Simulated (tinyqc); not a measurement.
Trading HF for NH4F at fixed fluoride: speciation in dilute and buffered hydrofluoric acid, oxide etch rate and bath loading. Computed by tinyqc, a small Python program. Command: `OMP_NUM_THREADS=1 python tinyqc.py 3120844 3120845 out.jsonl hfetch walk`. One thread of a shared host (Intel(R) Xeon(R) Processor @ 2.30GHz), about 0.01 s of CPU time with the checks.

Concentrations stand for activities, NH4+ and Cl- are spectators, and water ionisation is neglected. H, F and HF2 denote the ions H+, F- and HF2-. The base temperature is 298 K.

Inputs (values chosen for the exercise, of the order of those for thermal oxide at room temperature): HF added = 0.052 mol/L; NH4F added = 0.061 mol/L; K1 = [H][F]/[HF] = 0.000653 mol/L; K2 = [HF2]/([HF][F]) = 3.51 L/mol; K3 = [H2F2]/[HF]^2 = 0 L/mol; rate constant of neutral HF k_a = 9.6 nm L/(min mol); rate constant of HF2 k_b = 55 nm L/(min mol).

Method:
- Fluoride balance: [HF] + [F] + 2 [HF2] + 2 [H2F2] = HF added + NH4F added. Acid balance: [H] + [HF] + [HF2] + 2 [H2F2] = HF added + HCl added. For a trial [H], [HF] = [H][F]/K1, and the fluoride balance is a quadratic in [F].
- Rate = k_a ([HF] + 2 [H2F2]) + k_b [HF2], an empirical two-term form.
- Total fluoride is held at HF + NH4F added, without HCl; x is the share added as HF.

Against x:
```
x         pH  [F] (mol/L)  [HF] (mol/L)  [HF2] (mol/L)  rate (nm/min)
0.05  4.5969      0.10585       0.00410      0.0015237         0.1232
0.15  4.0437      0.09202       0.01274      0.0041162         0.3487
0.30  3.6169      0.07251       0.02683      0.0068287         0.6331
0.40  3.3981      0.06037       0.03697      0.0078329         0.7857
0.50  3.1965      0.04895       0.04767      0.0081903         0.9081
0.60  2.9982      0.03829       0.05888      0.0079137         1.0005
0.75  2.6816      0.02393       0.07626      0.0064048         1.0844
0.90  2.3060      0.01225       0.09277      0.0039899         1.1100
1.00  2.0243      0.00698       0.10107      0.0024760         1.1064
```

What does the comparison show, and why?

[HF2] is largest at x = 0.5 and the rate at x = 0.9 among these rows; HF2 needs both HF and F. At its best the mixture etches 1.00 times as fast as HF alone.

Extremes, crossings and ranges named in words are read from the listed rows.
